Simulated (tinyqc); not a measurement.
Chemical-mechanical planarisation: Preston law, pattern density and step-height reduction: one step, computed by the program tinyqc. Command: `OMP_NUM_THREADS=1 python tinyqc.py 3021889 3021890 out.jsonl cmp walk`. One thread of a shared host (Intel(R) Xeon(R) Processor @ 2.30GHz), about 0.01 s of CPU time with the checks.

A row of 12 cells, repeated periodically, holds raised features that cover a share rho of each cell.

Task: State at time t. While h > h_c only raised areas polish, at R0/rho_eff, until t_c = rho_eff (h0 - h_c)/R0. After that h = h_c exp(-(t - t_c)/tau), tau = rho_eff h_c/R0; low areas polish at R0 (1 - h/h_c) and raised areas at R0 [1 + (1 - rho_eff) h/(rho_eff h_c)]. Removed from raised areas after t_c: h0 - h_c + R0 (t - t_c) + (1 - rho_eff)(h_c - h); from low areas: R0 (t - t_c) - rho_eff (h_c - h). Film left = z0 less the removal from raised areas.

Inputs (values chosen for the exercise, close to those used for oxide polishing):

| quantity | value | unit |
|---|---|---|
| initial step height h0 | 360 | nm |
| contact height h_c | 110 | nm |
| film above the raised areas z0 | 660 | nm |
| polish time t | 110 | s |

effective densities: 0.5037612  0.3417208  0.2128729  0.3198170  0.4240560  0.6037234  0.4866471  0.4919596  0.7090636  0.7267183  0.5053200  0.3743401

blanket rate R0 = 1.456694 nm/s

Give: Cells; range of film left across the row; largest remaining step; thinnest film left.

Result:

Cells:

| cell | rho_eff | t_c (s) | step h (nm) | removed, raised (nm) | removed, low (nm) | film left on raised areas (nm) |
|---|---|---|---|---|---|---|
| 1 | 0.5038 | 86.5 | 59.2 | 309.5 | 8.72 | 350.5 |
| 2 | 0.3417 | 58.6 | 15.0 | 387.3 | 42.35 | 272.7 |
| 3 | 0.2129 | 36.5 | 1.1 | 442.7 | 83.84 | 217.3 |
| 4 | 0.3198 | 54.9 | 11.2 | 397.5 | 48.69 | 262.5 |
| 5 | 0.4241 | 72.8 | 34.4 | 347.8 | 22.16 | 312.2 |
| 6 | 0.6037 | 103.6 | 95.6 | 265.0 | 0.62 | 395.0 |
| 7 | 0.4866 | 83.5 | 53.5 | 317.6 | 11.08 | 342.4 |
| 8 | 0.4920 | 84.4 | 55.3 | 315.1 | 10.32 | 344.9 |
| 9 | 0.7091 | 121.7 | 134.0 | 226.0 | 0.00 | 434.0 |
| 10 | 0.7267 | 124.7 | 139.5 | 220.5 | 0.00 | 439.5 |
| 11 | 0.5053 | 86.7 | 59.8 | 308.8 | 8.52 | 351.2 |
| 12 | 0.3743 | 64.2 | 21.8 | 371.8 | 33.63 | 288.2 |

range of film left across the row = 222.2 nm

largest remaining step = 139.5 nm

thinnest film left = 217.3 nm

10 of 12 cells have reached contact. The cell with the lowest rho_eff has lost the most film from its raised areas.
